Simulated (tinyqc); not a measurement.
FinFET, parasitic resistance, capacitance and delay: one step of the calculation.

Nf fins under one contact; each has gated perimeter p = 2 Hf + Wf and cross-section A = Hf Wf; contact width Wc = Nf pf, stack height Hs = Hf. Contact length Lc = CPP - Lg - 2 Lsp, shared by two neighbouring gates. Source and drain sides are equal. The formulas are first-order estimates, not field solutions.

Question. Fin currents at Vgs = Vdd, Vds = Vdd/2. One fin: I = p Q vx u/(1 + |u|^1.8)^(1/1.8), Q = Cinv n Vt ln(1 + exp((Vg' - VT + dl Vd')/(n Vt))), u = Vd' mu/(vx Lg), Vg' = Vgs - v, Vd' = Vds - 2 v, with the drop on each side v = Rc (sum of I) + Rx I. I(new) = I(out).

Parameters, values chosen for the exercise; values close to those of silicon logic devices:

| symbol | value | unit | meaning |
|---|---|---|---|
| T | 300 | K | temperature |
| Hf | 55 | nm | fin height |
| Wf | 5 | nm | fin width |
| Lg | 20 | nm | gate length |
| Cinv | 2.6 | uF/cm^2 | inversion capacitance |
| vx | 1.2e7 | cm/s | injection velocity |
| mu | 260 | cm^2/(V s) | apparent mobility |
| VT | 0.27 | V | threshold at zero drain voltage |
| dl | 0.053 | V/V | barrier lowering |
| n | 1.1 |  | subthreshold factor |
| Vdd | 0.65 | V | supply voltage |

Constants: q = 1.602176634e-19 C, kB = 1.380649e-23 J/K, Vt = kB T/q. Results are converted to the units shown.

I at the start (uA): fin 1 0, fin 2 0, fin 3 0
Rc = 157.79117 ohm
Rx = 180.36364 ohm

Find: drop v; I(out); I after iteration 1.

Answer.

drop v (mV): fin 1 0, fin 2 0, fin 3 0
I(out) (uA): fin 1 134.9, fin 2 134.9, fin 3 134.9
I after iteration 1 (uA): fin 1 134.9, fin 2 134.9, fin 3 134.9

Computed by the program tinyqc: `OMP_NUM_THREADS=1 python tinyqc.py 2170098 2170099 out.jsonl`, one thread of a shared Intel Xeon 2.30GHz, about 0.02 s for the whole run.
